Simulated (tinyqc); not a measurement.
## Hexagonal on-chip spiral inductor, lumped pi model: effect of the number of turns

Outer diameter do = di + 2 n wd + 2 (n - 1) sp, mean da = (do + di)/2, fill p = (do - di)/(do + di), length l = 3.464 n da. L = 2.33 mu0 n^2 da/(1 + 3.82 p), mu0 = 4 pi 1e-7 H/m. Rs = rho l/(wd delta (1 - exp(-th/delta))), delta = sqrt(rho/(pi f mu0)). Cs = n wd^2 eps0 eo/hu across the coil. At each end Cox = l wd eps0 eo/(2 ho) leads to the substrate branch Rsi = 2 rs he/(l wd) in parallel with Csi = l wd eps0 11.7/(2 he). With one end grounded Y = 1/(Rs + i w L) + i w Cs + 1/[1/(i w Cox) + 1/(1/Rsi + i w Csi)], w = 2 pi f; Q = -Im Y/Re Y. Eddy currents in neighbouring turns and in the substrate are left out.

Peak Q and its frequency from a search over f; self-resonance where Im Y = 0; Q at the given f (negative beyond resonance).

Values chosen for this exercise; values of the order met in silicon radio-frequency processes: line width wd = 20 um; space between turns sp = 2 um; inner diameter di = 40 um; metal thickness th = 4 um; metal resistivity rho = 3 uohm cm; oxide below the coil ho = 8.3 um; oxide between coil and underpass hu = 1 um; relative permittivity of the oxide eo = 4.1; substrate resistivity rs = 1 ohm cm; effective spreading depth in the substrate he = 50 um; frequency f = 4 GHz.

Constants: eps0 = 8.8541878128e-12 F/m. Results are converted to the units shown.

Result of one run:
```
n,L (nH),do (um),peak Q,f of the peak (GHz),self-resonance (GHz),Q at f
2.5,0.5357,146.0,17.41,7.900,26.74,14.03
```

What becomes of these results when the number of turns n is changed from 2.5 to 5.5, all else the same?

Result of the changed run:
```
n,L (nH),do (um),peak Q,f of the peak (GHz),self-resonance (GHz),Q at f
5.5,3.649,278.0,14.84,2.360,5.731,9.339
```

The whole series:
```
n,L (nH),do (um),peak Q,f of the peak (GHz),self-resonance (GHz),Q at f
1.5,0.1753,102.0,18.18,16.05,68.58,10.32
2.5,0.5357,146.0,17.41,7.900,26.74,14.03
3.5,1.181,190.0,16.61,4.830,14.04,16.20
4.5,2.193,234.0,15.75,3.274,8.577,15.09
5.5,3.649,278.0,14.84,2.360,5.731,9.339
6.5,5.632,322.0,13.93,1.774,4.066,0.4702
8.5,11.49,410.0,12.20,1.091,2.309,-14.10
```

As n goes from 1.5 to 8.5, L rises from 0.175 to 11.5 nH, the peak Q falls from 18.2 to 12.2, its frequency falls from 16.1 to 1.09 GHz and the self-resonance falls from 68.6 to 2.31 GHz.

Computed by the program tinyqc: `OMP_NUM_THREADS=1 python tinyqc.py 2302213 2302214 out.jsonl`, one thread of a shared Intel Xeon 2.30GHz, about 0.01 s for the whole run.
